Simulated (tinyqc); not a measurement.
Inside a calculation. Method: Jacobi rotations on a symmetric matrix. Computed by tinyqc, a small Python program that keeps every step. Settings: method = jacobi. Command: `OMP_NUM_THREADS=1 python tinyqc.py 30957 30958 out.jsonl` (the two numbers bound the seeds that draw the settings). One thread of a shared host (Intel(R) Xeon(R) Processor @ 2.60GHz), about 0.01 s of CPU time with the checks.

## Jacobi rotation 1

A:
```
[[0.050000, 0.776000, 1.366000, 0.665000],
 [0.776000, 2.430000, 0.433000, 0.333000],
 [1.366000, 0.433000, 2.500000, -1.237000],
 [0.665000, 0.333000, -1.237000, 3.170000]]
```

Take the largest off-diagonal element A_pq; tan 2 theta = 2 A_pq / (A_qq - A_pp) with |theta| <= pi/4; A' = J^T A J with J_pp = J_qq = cos, J_pq = sin, J_qp = -sin.

p, q, theta (rad): [1.000000, 3.000000, 0.419882]

A':
```
[[-0.559825, 0.532081, 0.000000, 1.111502],
 [0.532081, 2.430000, 0.711727, 0.333000],
 [0.000000, 0.711727, 3.109825, -0.858462],
 [1.111502, 0.333000, -0.858462, 3.170000]]
```

## Jacobi rotation 2

As before.

p, q, theta (rad): [1.000000, 4.000000, 0.268739]

A':
```
[[-0.865934, 0.424566, 0.227936, 0.000000],
 [0.424566, 2.430000, 0.711727, 0.462324],
 [0.227936, 0.711727, 3.109825, -0.827648],
 [0.000000, 0.462324, -0.827648, 3.476109]]
```

## Jacobi rotation 3

As before.

p, q, theta (rad): [3.000000, 4.000000, -0.676512]

A':
```
[[-0.865934, 0.424566, 0.177735, -0.142705],
 [0.424566, 2.430000, 0.844427, -0.085094],
 [0.177735, 0.844427, 2.445298, 0.000000],
 [-0.142705, -0.085094, 0.000000, 4.140636]]
```

## All rotations

The off-diagonal norm falls at every rotation.

Rotations:
```
step  p  q      theta  off-diagonal norm
1     1  3   0.419882           2.40e+00
2     1  4   0.268739           1.81e+00
3     3  4  -0.676512           1.38e+00
4     2  3   0.780869           6.92e-01
5     1  3   0.101081           3.43e-01
6     1  2   0.069707           2.36e-01
7     1  4  -0.025934           1.46e-01
8     3  4  -0.089332           1.02e-01
9     2  4  -0.027885           1.70e-02
10    2  3   0.006685           5.17e-03
11    1  3  -0.000744           2.60e-03
12    1  2  -0.000704           6.52e-04
13    1  4   0.000065           4.53e-04
14    3  4  -0.000384           3.28e-06
15    2  4   7.47e-07           1.87e-06
16    2  3   7.72e-07           3.09e-08
17    1  3   5.15e-09           1.76e-10
```

eigenvalues: [-0.924720, 1.603388, 3.318683, 4.152649]
